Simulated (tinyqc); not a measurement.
# Q-state Potts model on a small periodic square lattice: enumeration, Metropolis, heat-bath and Wolff steps, step by step

A worked calculation. Computed by tinyqc, a small Python program that keeps every step. Command: `OMP_NUM_THREADS=1 python tinyqc.py 3111656 3111657 out.jsonl potts walk`. One thread of a shared host (Intel(R) Xeon(R) Processor @ 2.30GHz), about 0.04 s of CPU time with the checks. Intermediate numbers are printed to about 5 digits and carried at full precision; extremes and crossings named in words are read from the listed rows.

E = -J x (number of nearest-neighbour bonds with equal states); n x n sites with periodic edges have 2 n^2 bonds. Order parameter m = (q f - 1)/(q - 1), f being the largest share of one state. Sites are numbered row by row from 0. Here q = 4 and n = 3.

Inputs (values chosen for the exercise, for a model of domains or grain orientations):
```
quantity             value  unit
number of states q       4     -
edge n                   3     -
coupling J              65   meV
temperature T          745     K
seed                579292     -
```

Update: Metropolis.

Constants: k_B = 8.617333262e-05 eV/K.

## Scales

K = J/(k_B T); the infinite square lattice orders at K_c = ln(1 + sqrt(q)); Wolff bond probability p = 1 - exp(-K).

K = 1.0125

K_c = 1.0986

T_c of the infinite lattice = 686.59 K

p = 0.63668

## Density of states

All q^(n^2) states are counted by their number b of equal bonds; weights g(b) exp(K b), K = J/(k_B T). Per site: u = -J <b>/n^2, c/k_B = K^2 (<b^2> - <b>^2)/n^2.

States by number of equal bonds:
```
b    g(b)  probability
0    1056   1.4475e-06
1    6048   2.2817e-05
2   26568   2.7588e-04
3   45360   1.2964e-03
4   63936   5.0296e-03
5   48384   1.0476e-02
6   34884   2.0789e-02
7   19872   3.2596e-02
8   10368   4.6809e-02
9    2784   3.4596e-02
10   2052   7.0184e-02
11    432   4.0669e-02
12    288   7.4624e-02
14    108   2.1200e-01
18      4   4.5063e-01
```

The most probable level has b = 18 of 18 bonds.

## Exact averages

ln Z = ln sum g(b) exp(K b); entropy per site s/k_B = (ln Z - K <b>)/n^2.

<b> = 14.240

energy u = -102.84 meV/site

heat capacity c = 1.8190 k_B/site

entropy s = 0.66562 k_B/site

## Order parameter

The same sums with m: <m> and the Binder ratio U = 1 - <m^4>/(3 <m^2>^2).

<m> = 0.80713

Binder ratio U = 0.59753

## Eight single-site steps

start states:
```
   1  2  3
1  3  2  2
2  0  1  0
3  1  0  3
```

random numbers, one row a step:
```
        1       2       3
1  0.0235  0.1874  0.2151
2  0.9896  0.5845  0.1084
3  0.0415  0.1886  0.4633
4  0.8351  0.2109  0.5946
5  0.1651  0.8509  0.6779
6  0.8398  0.6064  0.0001
7  0.0751  0.6375  0.0228
8  0.1266  0.2107  0.0272
```

Site = floor(r1 n^2). Trial state = (old + 1 + floor(r2 (q - 1))) mod q; it is accepted if r3 < min(1, exp(K db)), db the change in equal bonds.

Steps:
```
site  old  trial  db  acceptance  new
0       3      0   1      1.0000    0
8       3      1   1      1.0000    1
0       0      1   0      1.0000    1
7       0      1   3      1.0000    1
1       2      1   2      1.0000    1
7       1      3  -4      0.0174    3
0       1      3  -2      0.1320    3
1       1      2   0      1.0000    2
```

states afterwards:
```
   1  2  3
1  3  2  2
2  0  1  0
3  1  3  1
```

## A longer run and its error bar

After 400 updates are discarded, b is recorded for 4000 sweeps of n^2 steps of the update named (random numbers not printed, so these rows are one sample). Records are averaged in blocks; the error is the scatter of block means over sqrt(number of blocks), and the last column its square over that for single records.

Blocking:
```
block length   mean b    error  variance ratio
1             14.3015  0.06354           1.000
4             14.3015  0.11670           3.374
16            14.3015  0.18560           8.533
40            14.3015  0.21608          11.565
100           14.3015  0.24461          14.820
```

The run gives 14.302 +/- 0.216 (blocks of 40) against the exact 14.240, a difference of 0.3 error bars. Single records understate the error by a factor of about 3.4, because successive records are correlated.

## Across the transition

m and U = 1 - <m^4>/(3 <m^2>^2) from the same sums; K = K_c T_c/T.

Exact values for this lattice:
```
T/T_c  share of equal bonds  c (k_B/site)      <m>        U
0.50                0.99903        0.0387  0.99933  0.66655
0.70                0.98553        0.3269  0.98922  0.66429
0.85                0.94557        0.9027  0.95552  0.65480
0.95                0.89297        1.4063  0.90719  0.63859
1.00                0.85844        1.6196  0.87404  0.62610
1.10                0.77870        1.8286  0.79456  0.59163
1.25                0.65916        1.5904  0.66979  0.52309
1.50                0.52113        0.8700  0.51934  0.41492
2.00                0.40589        0.2863  0.39121  0.32317
3.00                0.33643        0.0824  0.31759  0.30123
```

c is largest, 1.83 k_B, at T/T_c = 1.1: on so small a lattice the transition is a broad bump. At T_c the infinite lattice has a share (1 + 1/sqrt(q))/2 = 0.750 of equal bonds, against 0.858 here. <m> stays at 0.32 at 3 T_c, since the largest share among 9 sites always exceeds 1/q on average.

Checks made by the program: number of states (relative difference below 1e-10).
